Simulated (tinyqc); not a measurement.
From results back to parameters: Slater-Koster d bands of a bcc metal. Four cases, with inputs chosen for the exercise.

Problem. In a bcc d band E(t2g) = +/-((8/3) dds + (16/9) ddp + (32/9) ddd) + f2 (4 ddp + 2 ddd) and E(eg) = +/-((16/3) ddp + (8/3) ddd) + f2 (3 dds + 3 ddd), with + at Gamma and - at H = (1,0,0). ddd is given; the four levels come from hidden dds, ddp and f2.

Case 1.

Values chosen (out of a larger set: of the size met in Nb; not measured data): ddd = -0.057 eV (dd delta).

levels (eV): t2g Gamma -0.75633, eg Gamma 1.62950, t2g H 3.31833, eg H -5.20250

Case 2.

Values chosen (out of a larger set: of the size met in Nb; not measured data): ddd = -0.152 eV (dd delta).

levels (eV): t2g Gamma -1.32977, eg Gamma 1.43764, t2g H 3.89334, eg H -5.58103

Case 3.

Values chosen (out of a larger set: of the size met in Ta; not measured data): ddd = -0.136 eV (dd delta).

levels (eV): t2g Gamma -1.55801, eg Gamma 1.29942, t2g H 4.10599, eg H -5.67658

Case 4.

Values chosen (out of a larger set: of the size met in Fe; not measured data): ddd = -0.091 eV (dd delta).

levels (eV): t2g Gamma -0.94930, eg Gamma 0.51197, t2g H 2.17070, eg H -2.83203

Find: f2; dds, ddp.

Solution. Half differences between Gamma and H give the first-neighbour parts and half sums the second. The eg half difference gives ddp and the t2g one dds. Since 4 ddp + 2 ddd is 3/4 of (16/3) ddp + (8/3) ddd, f2 is 4/3 of the ratio of the t2g half sum to the eg half difference; the eg half sum then serves as a check. Without ddd these four levels would not fix the three integrals.

Case 1.

f2 = 0.500

dds, ddp (eV): -1.134  0.669

Case 2.

f2 = 0.487

dds, ddp (eV): -1.266  0.734

Case 3.

f2 = 0.487

dds, ddp (eV): -1.362  0.722

Case 4.

f2 = 0.487

dds, ddp (eV): -0.703  0.359

Computed by tinyqc, one run a case: `OMP_NUM_THREADS=1 python tinyqc.py N N+1 out.jsonl` with N = 1451086, 1451132, 1451170, 1451188; one thread of a shared Intel(R) Xeon(R) Processor @ 2.30GHz, about 0.03 s a run at most.
